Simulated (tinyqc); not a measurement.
Short-channel transistor, virtual-source model with series resistance: one step of the calculation.

The current per gate width is the charge at the top of the source barrier (the virtual source) times its velocity times a saturation function; al and be are fitting constants of the model. Units: I in uA/um, Rs in ohm um, so I Rs = 1e-6 I Rs in volts; Q in uC/cm^2, so I = 1e-4 Q vx0 Fsat with vx0 in cm/s.

Problem. Current through the series resistance. Intrinsic voltages Vg' = Vgs - I Rs, Vd' = Vds - 2 I Rs. n = n0 + nd Vd', VT = VT0 - dl Vd', Ff = 1/(1 + exp((Vg' - VT + al Vt/2)/(al Vt))), Q = Cinv n Vt ln(1 + exp((Vg' - VT + al Vt Ff)/(n Vt))), Vdsat = (vx0 L/mu)(1 - Ff) + Vt Ff, Fsat = u/(1 + u^be)^(1/be) with u = Vd'/Vdsat, and I(out) = Q vx0 Fsat per width. (Fsat takes the sign of u.) I(new) = I + 0.3 (I(out) - I).

Values chosen for this exercise: temperature T = 300 K; inversion capacitance Cinv = 3.56 uF/cm^2; velocity at the virtual source vx0 = 1.27e7 cm/s; apparent mobility mu = 220 cm^2/(V s); channel length L = 90 nm; threshold at zero drain voltage VT0 = 0.344 V; drain-induced barrier lowering dl = 0.132 V/V; subthreshold factor n0 = 1.2; growth of n with drain voltage nd = 0 1/V; threshold shift (in units of Vt) from weak to strong inversion al = 3.5; sharpness of saturation be = 2; series resistance of each contact Rs = 70 ohm um; gate voltage Vgs = 0.8 V; drain voltage Vds = 0.05 V.

Constants: q = 1.602176634e-19 C, kB = 1.380649e-23 J/K, Vt = kB T/q. Results are converted to the units shown.

I after iteration 1 = 60.356533 uA/um

Wanted: Vg'; Vd'; VT; Ff; Q; Vdsat; Fsat; I(out); I after iteration 2.

Solution.

Vg' = 0.7958 V
Vd' = 0.04155 V
VT = 0.3385 V
Ff = 0.003859
Q = 1.629 uC/cm^2
Vdsat = 0.5176 V
Fsat = 0.08001
I(out) = 165.5 uA/um
I after iteration 2 = 91.91 uA/um

Numbers from tinyqc (`OMP_NUM_THREADS=1 python tinyqc.py 2380038 2380039 out.jsonl`; about 0.01 s on one thread of a shared Intel Xeon 2.30GHz).
